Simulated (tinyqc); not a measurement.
Comparisons within one model: Landau levels of bilayer graphene. A value that a table varies takes the place of the one given here.

Four-band model without bias: with w = sqrt(2) hv/l, E_N^2 = [g1^2 + (2N - 1) w^2 - sqrt(g1^4 + 2 (2N - 1) g1^2 w^2 + w^4)]/2 for N >= 2, and E = 0 for N = 0, 1. The two-band limit is hbar wc sqrt(N (N - 1)) with hbar wc = w^2/g1. Each level is fourfold; of the eight zero-energy states half belong to the electrons.

In a field B along z: l = 1/sqrt((e/hbar) B) is the magnetic length, n_B = B/(h/e) the number of states per area in one level, hbar wc = 2 muB B/m for mass m in m0; 1/angstrom^2 = 1e16/cm^2.

The zero level takes 4 n_B electrons and each higher level 4 n_B. At zero temperature and without broadening EF sits in the partly filled level.

Constants: e/hbar = 1.519267448e-05 1/(T angstrom^2); h/e = 413566.7697 T angstrom^2; muB = 5.788381798e-05 eV/T.

Parameters, chosen for this exercise (near those of bilayer graphene; shifted at random, so the results belong to these values and not to a real crystal):
- hv = 6.95 eV angstrom (hbar v)
- g1 = 0.387 eV (interlayer hopping)
- Bs = (1, 2, 3, 5, 7, 10, 14) T (fields)
- n = 8 x 1e11/cm^2 (electron sheet density)
- Bo = (1.4, 1.57, 1.78, 2.07, 2.46, 3.04, 3.97, 5.74, 10.3) T (fields)
- B = 12.2 T (magnetic field)

## The fan of levels

The four lowest levels against B, with their labels in order.

Levels (meV):
```
B (T)  first  second   third  fourth      order
1.00    0.00    5.29    9.07   12.72  0,1 2 3 4
2.00    0.00   10.43   17.75   24.68  0,1 2 3 4
3.00    0.00   15.44   26.07   36.02  0,1 2 3 4
5.00    0.00   25.09   41.82   57.15  0,1 2 3 4
7.00    0.00   34.30   56.56   76.61  0,1 2 3 4
10.0    0.00   47.42   77.14  103.39  0,1 2 3 4
14.0    0.00   63.82  102.30  135.69  0,1 2 3 4
```

The fourth level grows as B^0.96 over the first two rows and B^0.81 over the last two (1 for a parabolic band without a fixed offset such as a valley splitting, 1/2 for massless Dirac electrons). The order of the levels does not change. At the highest field level 2 lies at 63.8 meV, against 75.1 meV in the two-band limit.

## Oscillation of the Fermi level

Fixed density, zero temperature, no broadening. At B = 0, EF = sqrt(g1^2/4 + hv^2 pi n) - g1/2.

Filling:
```
B (T)     nu  partly filled level  EF (meV)  filled share
1.40   23.63                    6     27.17          0.91
1.57   21.07                    6     30.24          0.27
1.78   18.59                    5     28.13          0.65
2.07   15.98                    4     25.50          1.00
2.46   13.45                    4     29.97          0.36
3.04   10.88                    3     26.40          0.72
3.97    8.33                    3     33.85          0.08
5.74    5.76                    2     28.54          0.44
10.3    3.21                  0,1      0.00          0.80
```

EF at B = 0 = 29.17 meV

EF runs between 0.0 and 33.9 meV around its zero-field value of 29.2 meV. It follows a level while that level empties and falls to the next one down when nu passes a filled shell; the partly filled level changes 5 times in this table.

## What each parameter does

The second and third levels from below, nu = n/n_B, and EF. Each row changes one parameter from the base and keeps the others.

Results:
```
case                   second level (meV)  third level (meV)    nu  EF (meV)
base                                56.58              91.26  2.71      0.00
B = 10.4 T                          49.12              79.76  3.18      0.00
hv = 8.34 eV angstrom               77.55             123.03  2.71      0.00
g1 = 0.329 eV                       63.73             101.29  2.71      0.00
n = 9.6 x 1e11/cm^2                 56.58              91.26  3.25      0.00
```

The largest shifts from the base row, up to three for each result and ties (the steps differ in size, so this ranks the rows, not the parameters). second level (meV): hv +20.96, B -7.47, g1 +7.14; unchanged at the printed digits by n. third level (meV): hv +31.76, B -11.50, g1 +10.03; unchanged at the printed digits by n. nu: n +0.54, B +0.47; unchanged at the printed digits by hv and g1. EF (meV): unchanged at the printed digits by B, hv, g1 and n.

Computed by tinyqc, a small Python program: `OMP_NUM_THREADS=1 python tinyqc.py 1280524 1280525 out.jsonl` (the numbers bound the seed that draws the inputs); one thread of a shared host (Intel(R) Xeon(R) Processor @ 2.30GHz), about 0.01 s for the whole set of steps.
